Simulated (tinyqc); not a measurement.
Biaxially strained (001) channel, valley splitting in an inversion layer: two steps of the calculation.

A thin layer grown on a relaxed buffer is stretched in the plane. The two valleys with their long axis along the growth direction (D2) sink against the four in-plane ones (D4); confinement in a triangular well splits them too. Only the lowest subband of each set is kept; one relaxation time, so the weakening of intervalley scattering is left out.

Inputs (values chosen for the exercise); values close to those of silicon on relaxed silicon-germanium: temperature T = 350 K; germanium share of the relaxed buffer x = 0.18; lattice mismatch per unit x b1 = 0.0418; elastic constant c11 = 168 GPa; elastic constant c12 = 64 GPa; shear deformation potential Xu = 9 eV; longitudinal mass ml = 0.906 m0; transverse mass mt = 0.186 m0; confining field F = 1.12 MV/cm; Burgers vector bv = 0.384 nm.

Constants: q = 1.602176634e-19 C, kB = 1.380649e-23 J/K, hbar = 1.054571817e-34 J s, m0 = 9.1093837015e-31 kg, hbar^2/(2 m0) = 0.0380998212 eV nm^2. Results are converted to the units shown.

Problem 1. Subband edges and densities of states. Levels E(m) = 2.33811 (hbar^2 q^2 F^2/(2 m))^(1/3): E2 = E(ml), E4 = E(mt) + D; N2 = 2 mt kB T/(pi hbar^2), N4 = 4 sqrt(mt ml) kB T/(pi hbar^2).

D = 119.30914 meV

Find: E2; E4; N2; N4.

Solution 1.

E2 = 0.18892 eV
E4 = 0.43955 eV
N2 = 4.6869e12 cm^-2
N4 = 2.0688e13 cm^-2

Of the gap E4 - E2 = 251 meV, confinement gives 131 meV.

Problem 2. Critical thickness by substitution. Critical thickness (Matthews-Blakeslee, 60-degree dislocations): h = bv (1 - nu/4)[ln(h/bv) + 1]/(4 pi e_par (1 + nu)), nu = c12/(c11 + c12). The right side gives h(new); e_par = b1 x.

h after iteration 1 = 19.448655 nm

Wanted: h after iteration 2.

Solution 2.

h after iteration 2 = 14.596 nm

Computed by the program tinyqc: `OMP_NUM_THREADS=1 python tinyqc.py 2530113 2530114 out.jsonl`, one thread of a shared Intel Xeon 2.30GHz, about 0.01 s for the whole run.
